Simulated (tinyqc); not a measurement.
Worked calculation: one-electron ion in a basis of Gaussians. One step of it, computed by the program tinyqc.

Question. Generalised eigenproblem. Solve H C = S C e through S^(-1/2); each column has its largest component positive (the first on a tie).

H = T + V (hartree):
$$\begin{pmatrix}
-2.238708 & -1.966861 & -1.016756 & -0.398506 & -0.140491 & -0.047665 \\
-1.966861 & -2.777549 & -2.455688 & -1.674967 & -0.751411 & -0.280256 \\
-1.016756 & -2.455688 & 2.514336 & 2.108165 & -1.531619 & -1.213700 \\
-0.398506 & -1.674967 & 2.108165 & 41.633621 & 36.072445 & 5.411356 \\
-0.140491 & -0.751411 & -1.531619 & 36.072445 & 246.021264 & 213.715728 \\
-0.047665 & -0.280256 & -1.213700 & 5.411356 & 213.715728 & 1209.934510
\end{pmatrix}$$

S:
$$\begin{pmatrix}
1.000000 & 0.534777 & 0.124606 & 0.021737 & 0.003519 & 0.000559 \\
0.534777 & 1.000000 & 0.534587 & 0.124587 & 0.021738 & 0.003517 \\
0.124606 & 0.534587 & 1.000000 & 0.534720 & 0.124655 & 0.021736 \\
0.021737 & 0.124587 & 0.534720 & 1.000000 & 0.534790 & 0.124597 \\
0.003519 & 0.021738 & 0.124655 & 0.534790 & 1.000000 & 0.534549 \\
0.000559 & 0.003517 & 0.021736 & 0.124597 & 0.534549 & 1.000000
\end{pmatrix}$$

Give: eigenvalues of S; eigenvalues; coefficients.

Answer.

eigenvalues of S: [0.187, 0.336, 0.620, 1.067, 1.635, 2.154]

eigenvalues (hartree): [-3.102, -1.205, 6.896, 58.113, 313.795, 1534.346]

coefficients:
$$\begin{pmatrix}
0.349 & 1.110 & 0.354 & -0.102 & 0.035 & -0.013 \\
0.698 & -0.787 & -0.972 & 0.331 & -0.114 & 0.041 \\
0.131 & -0.118 & 1.213 & -0.834 & 0.308 & -0.111 \\
0.011 & -0.010 & -0.022 & 1.271 & -0.778 & 0.290 \\
0.001 & -0.001 & 0.012 & -0.082 & 1.277 & -0.734 \\
0.000 & 0.000 & -0.001 & 0.013 & -0.092 & 1.217
\end{pmatrix}$$

For Z = 5 and l = 1 the exact lowest level is -Z^2/(2 n^2) with n = l + 1: -3.125000 hartree.
